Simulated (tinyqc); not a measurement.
# Doping and thickness from pinch-off voltage and conductance

Problem. A uniform channel has Vp = q Nd a^2/(2 eps0 eps_r) and G0 = q mu Nd a W/L. Find a and Nd.

Inputs (values chosen for the exercise); material values close to those of 4H silicon carbide:
- eps_r = 9.53 (relative permittivity of the semiconductor)
- mu = 420 cm^2/(V s) (low-field mobility at this doping)
- L = 2 um (gate length)
- W = 200 um (gate width)

Constants: q = 1.602176634e-19 C, eps0 = 8.8541878128e-14 F/cm where lengths are in cm. Results are converted to the units shown.

Vp = 2.4066710 V
G0 = 13.121827 mS

Solution. G0 gives the product Nd a and Vp gives Nd a^2; their ratio is a.

a = 130 nm
Nd = 1.50e17 cm^-3

tinyqc, about 0.07 s, one thread, Intel Xeon 2.30GHz (shared host): `OMP_NUM_THREADS=1 python tinyqc.py 2500152 2500153 out.jsonl`
